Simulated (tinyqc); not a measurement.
Classical Heisenberg spin chain: exact results, Metropolis, heat-bath and over-relaxation steps, and a Monte Carlo run: one step, computed by the program tinyqc.

E = -J sum_i s_i . s_(i+1) for unit vectors s_i on an open chain; K = J/(k_B T).

Question. Four single-spin steps. The given spins are first normalised. Spins 2 and 3 are updated in turn, with h = K (sum of the two neighbours). Heat bath: cos(theta) = 1 + ln(1 - r1 (1 - exp(-2 |h|)))/|h| about n = h/|h|, azimuth 2 pi r2 = phi in the frame a = n x z/|n x z|, b = n x a: s = n cos(theta) + sin(theta)(a cos(phi) + b sin(phi)); r1, r2 are the first two numbers of the row. Steps 2 and 4 are reflections, s -> 2 (s . h) h/|h|^2 - s, which keep the energy and use no random number.

Inputs (values chosen for the exercise, for a model chain of large moments): temperature T = 17.5 K.

Update: heat bath with over-relaxation.

four neighbouring spins (rows; components x, y, z):
```
,1,2,3
1,-0.5891,0.7155,-0.3755
2,-0.2803,0.8952,-0.3464
3,-0.9707,0.0228,-0.2392
4,-0.8024,-0.3353,-0.4937
```

random numbers, one row a step:
```
,1,2,3
1,0.6444,0.0789,0.2349
2,0.3357,0.7191,0.2306
3,0.3595,0.8397,0.5318
4,0.4630,0.0022,0.1784
```

K = 3.580823

Give: the table «Steps» with the columns |h|, h . s before, h . s after, move, x, y, z.

Answer.

Steps:
```
spin,|h|,h . s before,h . s after,move,x,y,z
2,6.560,4.695,5.526,heat bath,-0.4367,0.7311,-0.5241
3,5.914,5.211,5.211,reflection,-0.3513,0.3995,-0.8467
2,6.814,6.684,6.369,heat bath,-0.4411,0.8177,-0.3698
3,5.690,4.873,4.873,reflection,-0.9891,0.1205,-0.0841
```
